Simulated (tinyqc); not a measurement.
# Worked calculation: random telegraph noise from one oxide trap in a small MOSFET

Program tinyqc, `OMP_NUM_THREADS=1 python tinyqc.py 2710014 2710015 out.jsonl`; Intel Xeon 2.30GHz, shared host, one thread, about 0.01 s. Printed values are rounded.

An acceptor-like trap exchanges electrons with the channel. Inversion charge Q = Cox u, u = n Vt W0(exp((Vg - VT)/(n Vt))), W0 the Lambert function, n = nf, Cox = eps0 eox/tox; linear regime Id = (W/L) mu Q Vd. Relative to threshold the surface potential rises by Vt ln(u/u0) and the oxide voltage by the rest of Vg - VT, with u0 = n Vt W0(1).

Inputs (values chosen for the exercise); values of the order met in silicon transistors: temperature T = 300 K; relative permittivity of the gate insulator (close to silicon dioxide) eox = 3.9; insulator thickness tox = 1.6 nm; depth of the trap from the channel interface xt = 0.33 nm; trap level above the channel Fermi level at threshold E0 = 0.29 eV; capture prefactor s0 = 8e-15 cm^2; capture barrier (lattice relaxation) EB = 0.19 eV; tunnelling decay length lt = 0.17 nm; thermal velocity vth = 1.8e7 cm/s; thickness of the inversion layer zi = 2.3 nm; threshold voltage VT = 0.36 V; body factor nf = 1.15; gate width W = 110 nm; gate length L = 38 nm; mobility mu = 330 cm^2/(V s); scattering coefficient of the charged trap asc = 1.7e-16 V s; drain voltage Vd = 0.1 V; gate voltage Vg = 1.34 V.

Constants: q = 1.602176634e-19 C, kB = 1.380649e-23 J/K, Vt = kB T/q, eps0 = 8.8541878128e-14 F/cm where lengths are in cm. Results are converted to the units shown.

Range of the model: VT is taken as given; short-channel effects and the uneven flow of current among few electrons are left out.

## Trap level, time constants and occupancy

N = Cox u/q; dpsi = Vt ln(u/u0); E = E0 - dpsi - (xt/tox)(Vg - VT - dpsi); capture time tc = 1/[(N/zi) vth s0 exp(-xt/lt - EB/Vt)]; emission time te = tc exp(-E/Vt); occupancy te/(tc + te).

u = 0.879306 V
N = 1.18447e13 cm^-2
dpsi = 0.102222 V
E = 0.00673624 eV
tc = 1.46132e-9 s
te = 1.12611e-9 s
occupancy = 0.435224

The trap lies 0.26 Vt above the Fermi level, so it is empty most of the time.

## Step height

A = W L; threshold step dV = q (1 - xt/tox)/(Cox A); gm/Id = 1/(u + n Vt); relative step dI/I = (gm/Id) dV + asc mu/A. Id as defined.

electrons in the channel N A = 495.107
dV = 1.40969 mV
gm/Id = 1.10007 1/V
number part of dI/I = 0.155076 %
dI/I = 0.289286 %
Id = 181.283 uA
dI = 524.426 nA

## Lorentzian spectrum

Spectrum S(f) = 4 dI^2/{(tc + te)[(1/tc + 1/te)^2 + (2 pi f)^2]}; corner fc = (1/tc + 1/te)/(2 pi); variance dI^2 tc te/(tc + te)^2. Give S at f = 0, at fc and at 10 fc.

fc = 2.50244e8 Hz
S(0) = 1.71978e-22 A^2/Hz
S(fc) = 8.59892e-23 A^2/Hz
S(10 fc) = 1.70276e-24 A^2/Hz
rms current = 260.003 nA

The rms value is 0.496 of the step; it reaches its largest share, 1/2, when tc = te.
